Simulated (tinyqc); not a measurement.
Gaps across the alloy: virtual-crystal alloy in the empirical-pseudopotential method.

Empirical pseudopotential on the fcc lattice, atoms at +/- tau, tau = a (1,1,1)/8, no spin-orbit coupling. H(G,G') = c (2 pi/a)^2 |k + G|^2 delta + VS(q) cos(q.tau) + i VA(q) sin(q.tau), q = G - G', c = hbar^2/2m0; k and G in units of 2 pi/a; VS at |q|^2 = 3, 8, 11 and VA at 3, 4, 11, in rydberg, zero elsewhere. At each k the basis holds all G with |k + G|^2 up to 16; energies are counted from the fourth level at Gamma.

Virtual crystal A(1-x)B(x): a = (1 - x) a_A + x a_B. Rule linear: V = (1 - x) V_A + x V_B. Rule volume: V = [(1 - x) a_A^3 V_A + x a_B^3 V_B]/a^3, since a form factor is an atomic potential divided by the cell volume.

Constants: hbar^2/2m0 = 3.80998211 eV angstrom^2; Ry = 13.60569312 eV.

Parameters, chosen for this exercise (classic local form factors of the size used for GaAs (A) and InAs (B), which place X and L only to a few tenths of an eV; the results hold for these values, not for the real material): a = (5.642, 6.031) angstrom (lattice constants of A, B); VSA = (-0.226, 0.01, 0.061) Ry (symmetric form factors of A); VAA = (0.069, 0.049, 0.009) Ry (antisymmetric form factors of A); VSB = (-0.221, 0, 0.049) Ry (symmetric form factors of B); VAB = (0.08, 0.05, 0.029) Ry (antisymmetric form factors of B); rule = linear (mixing rule).

Gaps from the valence top to the fifth band at Gamma, at L = (1/2,1/2,1/2) and at the lowest of k = (f,0,0), f = 0.70, 0.75, ..., 1.00. Bowing C = 4 [(E(0) + E(1))/2 - E(1/2)].

Gaps (eV):

| x | Gamma | Delta/X | f of the minimum | L | lowest |
|---|---|---|---|---|---|
| 0.000 | 1.485 | 1.634 | 0.90 | 1.617 | Gamma |
| 0.167 | 1.297 | 1.713 | 0.95 | 1.598 | Gamma |
| 0.333 | 1.111 | 1.787 | 0.95 | 1.577 | Gamma |
| 0.500 | 0.929 | 1.857 | 1.00 | 1.554 | Gamma |
| 0.667 | 0.751 | 1.922 | 1.00 | 1.531 | Gamma |
| 0.833 | 0.579 | 1.984 | 1.00 | 1.508 | Gamma |
| 1.000 | 0.414 | 2.043 | 1.00 | 1.485 | Gamma |

bowing (eV): Gamma 0.081, Delta/X -0.072, L -0.014

The lowest valley is Gamma throughout. From A to B the Gamma gap moves by -1.07 eV, L by -0.13 eV and Delta/X by +0.41 eV; a move of Delta/X below about 0.4 eV is within the error of such form factors, sign included. The virtual crystal holds no disorder and no bond relaxation, so its bowing comes from the non-linear dependence on the mean potential and volume alone, and it may differ from measured bowing, which is positive in these alloys, in size and even in sign; crossings move with it.

Run: tinyqc, `OMP_NUM_THREADS=1 python tinyqc.py 1050885 1050886 out.jsonl`; Intel(R) Xeon(R) Processor @ 2.30GHz, one thread, shared host; about 0.2 s of CPU time with all checks.
